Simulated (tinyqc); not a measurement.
Raman shift of the zone-centre optical phonon of a diamond-structure crystal under stress: one step, computed by the program tinyqc. Command: `OMP_NUM_THREADS=1 python tinyqc.py 3018255 3018256 out.jsonl ramanstress walk`. One thread of a shared host (Intel(R) Xeon(R) Processor @ 2.30GHz), about 0.01 s of CPU time with the checks.

Axes x, y, z are the cube axes. Strain shifts the threefold optical mode and can split it; p, q and r are the phonon deformation potentials.

Question. Mean shift and Grueneisen parameter. gamma = -(p + 2q)/(6 omega_0^2); the mean of the three shifts is -gamma omega_0 x (volume strain).

Inputs (values chosen for the exercise, modelled on silicon): unstrained frequency omega_0 = 520.8 1/cm; p/omega_0^2 = -1.77; q/omega_0^2 = -2.39.

Stress state: biaxial. Axis: [001].

volume strain = -7.395952 per mille

Give: mode Grueneisen parameter gamma; mean shift.

Answer.

mode Grueneisen parameter gamma = 1.092

mean shift = 4.205 1/cm
